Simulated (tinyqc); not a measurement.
The coupled modes against doping: free-carrier optics of a doped semiconductor (Drude model with one polar phonon).

eps(E) = ei [1 - Ep^2/(E^2 + i E Gam)] + (es - ei) wT^2/(wT^2 - E^2 - i E gT), with Ep^2 = 8 pi c (e^2/(4 pi eps0)) N/(m ei), c = hbar^2/2m0, N in 1/angstrom^3 (1e-24 per 1/cm^3); Gam = hbar/tau, tau = mu m m0/e with m0/e = 5.685630e-12 kg/C and mu in m^2/(V s). Energies in meV.

Constants: hbar^2/2m0 = 3.80998211 eV angstrom^2; e^2/(4 pi eps0) = 14.39964547 eV angstrom.

Values chosen for the exercise (mass and dielectric values near those of InAs; N and mu are free inputs; interband absorption and the rise of the mass with filling are left out; not measured data): m = 0.0249 m0 (conductivity mass); ei = 12.39 (high-frequency dielectric constant); wT = 27 meV (TO phonon); es = 15.42 (static dielectric constant).

L-, L+ solve E^4 - (wL^2 + Ep^2) E^2 + Ep^2 wT^2 = 0, wL = wT sqrt(es/ei); damping left out; energies in meV.

Modes:

| N (1/cm^3) | Ep | L- | L+ | Ep sqrt(ei/es) |
|---|---|---|---|---|
| 6.0e+15 | 5.18 | 4.63 | 30.21 | 4.64 |
| 2.0e+16 | 9.45 | 8.39 | 30.44 | 8.47 |
| 6.0e+16 | 16.38 | 14.16 | 31.22 | 14.68 |
| 1.0e+17 | 21.14 | 17.69 | 32.27 | 18.95 |
| 2.0e+17 | 29.90 | 22.39 | 36.05 | 26.80 |
| 4.0e+17 | 42.28 | 25.13 | 45.42 | 37.90 |
| 8.0e+17 | 59.80 | 26.20 | 61.61 | 53.60 |
| 2.0e+18 | 94.54 | 26.71 | 95.56 | 84.75 |
| 6.0e+18 | 163.76 | 26.91 | 164.31 | 146.79 |

wL = 30.12 meV

What does the comparison show, and why?

At low density L- follows Ep sqrt(ei/es) (4.63 against 4.64), a plasmon screened by the lattice, and L+ starts at wL. At the highest density L- has come within 0.09 meV of wT, since the carriers screen the field that lifts wL, and L+ is within 0.56 meV of Ep. The branches are closest, 13.66 meV, at 2e+17 1/cm^3 of those listed. The mass is held fixed, while in a real band it rises with filling.

Computed by tinyqc, a small Python program: `OMP_NUM_THREADS=1 python tinyqc.py 1680481 1680482 out.jsonl` (the numbers bound the seed that draws the inputs); one thread of a shared host (Intel(R) Xeon(R) Processor @ 2.30GHz), about 0.01 s for the whole set of steps.
